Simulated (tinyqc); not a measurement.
Worked calculation: five-level k.p model folded onto the conduction band. Values are carried at full precision from step to step, so a last printed digit may differ when a step is redone from the rounded ones.

Second-order sums for the lowest conduction level at E: 1/m = 1 + Cm + (Ep/3)(2/E + 1/(E + Dso)) - (Ep2/3)(2/(E7 + D2 - E) + 1/(E7 - E)); g/2 = 1 + Cg - (Ep/3)(1/E - 1/(E + Dso)) - (Ep2/3)(1/(E7 - E) - 1/(E7 + D2 - E)). E is counted from the top of the valence band; E = Eg at the edge.

Constants: hbar^2/2m0 = 3.80998211 eV angstrom^2.

Parameters, chosen for this exercise (near those of InP; shifted at random, so the results belong to these values and not to a real crystal): Eg = 1.353 eV (gap at Gamma to the s-like level); Dso = 0.103 eV (spin-orbit splitting); Ep = 20.3 eV (Kane energy); E7 = 4.78 eV (upper Gamma7 conduction level, from the valence top); D2 = 0.07 eV (its spin-orbit splitting, Gamma8 above Gamma7); Ep2 = 4.7 eV (Kane energy to the upper levels); Cm = -2.4 (remote term in 1/m); Cg = -0.02 (remote term in g/2); k = 0.082 1/angstrom (wave vector along z).

## Mass and g factor term by term

Evaluate at E = Eg.

Terms:
```
level           part of 1/m  part of g
free + remote       -1.4000     1.9600
Gamma8 valence      10.0025   -10.0025
Gamma7 valence       4.6474     9.2949
Gamma8 upper        -0.8960     0.8960
Gamma7 upper        -0.4572    -0.9143
```

m = 0.0841 m0
g = 1.234

The valence levels give 14.65 to 1/m and the upper levels take 1.35 away. In g the two valence terms nearly cancel when Dso is small against Eg; here Dso/Eg = 0.08 and they leave -0.708, the upper pair -0.018.

## The matrix at one k

For k along z and one spin sector the level c couples to four states. With c0 = hbar^2/2m0, P = sqrt(Ep c0), P2 = sqrt(Ep2 c0): diagonal Eg + (1 + Cm) c0 k^2 for c, and 0, -Dso, E7 + D2, E7 for lh, so, G8 up, G7 up (their own dispersion is left out); couplings of c: sqrt(2/3) P k to lh, sqrt(1/3) P k to so, sqrt(2/3) P2 k to G8 up, sqrt(1/3) P2 k to G7 up (phases chosen real).

Fill in the matrix.

H (eV), rows c, lh, so, G8 up, G7 up and columns alike:
```
[[1.31713, 0.58881, 0.41635, 0.28332, 0.20034],
 [0.58881, 0, 0, 0, 0],
 [0.41635, 0, -0.10300, 0, 0],
 [0.28332, 0, 0, 4.85000, 0],
 [0.20034, 0, 0, 0, 4.78000]]
```

## Exact folding onto c

Solve E = H_cc + S(E), S(E) = sum_j H_cj^2/(E - H_jj), from E = H_cc, by plain substitution and by Newton steps on E - H_cc - S(E). The weight of c in the state is Z = 1/(1 - dS/dE). The exact level is the third eigenvalue of H from below.

Iterates (eV):
```
step  substitution   Newton
0          1.31713  1.31713
1          1.66811  1.58804
2          1.58473  1.59858
3          1.60148  1.59859
4          1.59799  1.59859
5          1.59871  1.59859
6          1.59856  1.59859
7          1.59859  1.59859
```

exact level = 1.59859 eV
Z = 0.8284

Substitution multiplies the error by about dS/dE = 1 - 1/Z = -0.207 a step, so it alternates; after 7 steps it is off by 5.3e-06 eV, while Newton is within 1e-5 eV from step 3 on.

## Loewdin series

Expanding E = H_cc + S(E) about Eg in powers of k^2, with s_n = sum_j H_cj^2/(Eg - H_jj)^n: order k^2: e2 = (1 + Cm) c0 k^2 + s1; order k^4: e4 = -s2 e2; order k^6: e6 = s3 e2^2 + s2^2 e2.

Give each order and the partial sums, counted from Eg.

s1 (eV), s2 (no unit), s3 (1/eV); (1 + Cm) c0 k^2 is H_cc - Eg: [0.34064, 0.28114, 0.19327]

e2, e4, e6 (eV): [0.30477, -0.08569, 0.04204]

partial sums (eV): [0.30477, 0.21909, 0.26113]

The exact value is 0.24559 eV; the errors of the partial sums are +59.19, -26.50 and +15.54 meV.

## Checks

- Curvature of the exact level at small k against the sum for 1/m: both 11.897.

Computed by tinyqc, a small Python program: `OMP_NUM_THREADS=1 python tinyqc.py 1051442 1051443 out.jsonl` (the numbers bound the seed that draws the inputs); one thread of a shared host (Intel(R) Xeon(R) Processor @ 2.30GHz), about 0.01 s for the whole set of steps.
